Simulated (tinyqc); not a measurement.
Mass from the capacitance plateau.

Inverse problem. Once one two-dimensional band is degenerate, Cq = q gv md m0 q/(pi hbar^2) and 1/C_G = 1/Cox + 1/Cq (no traps). Find Cq, md and the oxide-equivalent thickness 3.9 eps0/Cq that it adds.

Values chosen for this exercise:
- gv = 2 (valley degeneracy)

Constants: q = 1.602176634e-19 C, hbar = 1.054571817e-34 J s, m0 = 9.1093837015e-31 kg, eps0 = 8.8541878128e-14 F/cm where lengths are in cm. Results are converted to the units shown.

C_G on the plateau = 2.5580693 uF/cm^2
Cox = 2.6562563 uF/cm^2

Answer. Removing Cox from the series leaves Cq, which is proportional to gv md.

Cq = 69.2 uF/cm^2
md = 0.517 m0
added thickness = 0.0499 nm

Program tinyqc, `OMP_NUM_THREADS=1 python tinyqc.py 2200040 2200041 out.jsonl`; Intel Xeon 2.30GHz, shared host, one thread, about 0.01 s.
